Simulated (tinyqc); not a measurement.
Haynes-Shockley experiment: drift, diffusion and decay of a minority-carrier pulse: one step, computed by the program tinyqc. Command: `OMP_NUM_THREADS=1 python tinyqc.py 3111404 3111405 out.jsonl haynes walk`. One thread of a shared host (Intel(R) Xeon(R) Processor @ 2.30GHz), about 0.02 s of CPU time with the checks.

A thin sheet of excess carriers is made at x = 0, t = 0 in a long uniform bar; injection is low, so the pulse moves with the minority mobility.

Question. Transport coefficients. D = mu k_B T/e, v = mu F. Transit time d/v, diffusion length sqrt(D tau), drift length v tau, Peclet number v d/D = e F d/(k_B T).

Inputs (values chosen for the exercise, modelled on electrons in p-type germanium in a lightly doped bar):
```
quantity                     value         unit
minority mobility mu          3920   cm^2/(V s)
lifetime tau                   340  microsecond
temperature T                  300            K
field F                        5.7         V/cm
distance d to the collector   0.72           cm
```

Constants: k_B = 8.617333262e-05 eV/K.

Give: D; drift velocity v; transit time d/v; diffusion length; drift length v tau; Peclet number.

Answer.

D = 101.34 cm^2/s

drift velocity v = 22344 cm/s

transit time d/v = 32.223 microsecond

diffusion length = 1856.2 micrometre

drift length v tau = 7.59696 cm

Peclet number = 158.75

The pulse must travel 0.0948 drift lengths.
